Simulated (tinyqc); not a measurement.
# Free and trapped electrons in a MOS channel with a dense trap tail, step by step

tinyqc, about 0.02 s, one thread, Intel Xeon 2.30GHz (shared host): `OMP_NUM_THREADS=1 python tinyqc.py 2222165 2222166 out.jsonl` Printed values are rounded.

p-type body, charge-sheet picture, full ionisation (an idealisation for deep acceptors), Boltzmann statistics for free electrons. e = Ec - EF at the surface. Acceptor-like traps of density D(E) = D0 + De exp(-E/Ew) at depth E below Ec, from 0 to Eu, hold n_t = integral of D(E)/(1 + exp((e - E)/Vt)). psi = Eg - Vt ln(Nv/Na) - e; N_dep = sqrt(2 eps0 eps_r Na (psi - Vt)/q); n_f = sqrt(N_dep^2 + 2 eps0 eps_r Vt Nc exp(-e/Vt)/q) - N_dep; Vg = Vfb + psi + q (N_dep + n_t + n_f)/Cox, Cox = eps0 eox/tox.

Inputs (values chosen for the exercise); band and dielectric values close to those of 4H silicon carbide:
- T = 250 K (temperature)
- Eg = 3.21 eV (band gap)
- eps_r = 9.52 (relative permittivity)
- Nc = 1.32e19 cm^-3 (conduction-band density of states at T)
- Nv = 1.9e19 cm^-3 (valence-band density of states at T)
- eox = 3.9 (relative permittivity of the insulator)
- tox = 49 nm (insulator thickness)
- Na = 9.5e16 cm^-3 (acceptor density)
- Vfb = -2.6 V (flat-band voltage without trapped charge)
- D0 = 1.2e10 cm^-2 eV^-1 (constant background density of acceptor-like traps)
- De = 5.8e12 cm^-2 eV^-1 (density of the tail at the conduction edge)
- Ew = 0.11 eV (decay energy of the tail)
- Eu = 0.84 eV (depth below Ec down to which the traps reach)
- mf = 89 cm^2/(V s) (mobility of free electrons)
- e = 0.083 eV (Ec - EF at the surface)

Constants: q = 1.602176634e-19 C, kB = 1.380649e-23 J/K, Vt = kB T/q, eps0 = 8.8541878128e-14 F/cm where lengths are in cm. Results are converted to the units shown.

## Trapped charge

Trapezoid rule on 14 equal steps from 0 to Eu, f = 1/(1 + exp((e - E)/Vt)).

| point | E (eV) | D(E) f (cm^-2 eV^-1) |
|---|---|---|
| 0 | 0 | 1.20781e11 |
| 1 | 0.06 | 8.63147e11 |
| 2 | 0.12 | 1.66193e12 |
| 3 | 0.18 | 1.12868e12 |
| 4 | 0.24 | 6.65994e11 |
| 5 | 0.3 | 3.91288e11 |
| 6 | 0.36 | 2.31836e11 |
| 7 | 0.42 | 1.39413e11 |
| 8 | 0.48 | 8.58456e10 |
| 9 | 0.54 | 5.47993e10 |
| 10 | 0.6 | 3.68056e10 |
| 11 | 0.66 | 2.63768e10 |
| 12 | 0.72 | 2.03325e10 |
| 13 | 0.78 | 1.68293e10 |
| 14 | 0.84 | 1.47990e10 |

n_t = 3.23464e11 cm^-2

With 1600 steps n_t = 3.253e11 cm^-2; the coarse value is 0.57 % below it.

## Charges and gate voltage

psi, N_dep, n_f and Vg as defined, with the n_t given; free share n_f/(n_f + n_t); apparent mobility mf n_f/(n_f + n_t); gate voltage spent on traps q n_t/Cox.

psi = 3.01286 V
N_dep = 1.72920e12 cm^-2
n_f = 1.82651e10 cm^-2
Vg = 5.12110 V
free share = 5.34491 %
apparent mobility = 4.75697 cm^2/(V s)
gate voltage spent on traps = 0.735392 V
